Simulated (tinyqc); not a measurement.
Both saturation currents from two open-circuit voltages.

Problem. Without shunt, at open circuit JL = J01 (exp(Voc/Vt) - 1) + J02 (exp(Voc/(2 Vt)) - 1). Find J01, J02 and the mean ideality (Voc2 - Voc1)/(Vt ln(JL2/JL1)).

Values chosen for this exercise:
```
symbol,value,unit,meaning
T,348,K,temperature
```

Constants: q = 1.602176634e-19 C, kB = 1.380649e-23 J/K, Vt = kB T/q. Results are converted to the units shown.

photocurrents (mA/cm^2): [41.4, 414]
Voc (V): [0.54012568, 0.60962509]

Solution. The relation is linear in J01 and J02, so two light levels give two equations; series resistance plays no part at open circuit.

J01 = 6.100e-10 A/cm^2
J02 = 1.100e-7 A/cm^2
mean ideality = 1.006

Computed by the program tinyqc: `OMP_NUM_THREADS=1 python tinyqc.py 2280133 2280134 out.jsonl`, one thread of a shared Intel Xeon 2.30GHz, about 0.02 s for the whole run.
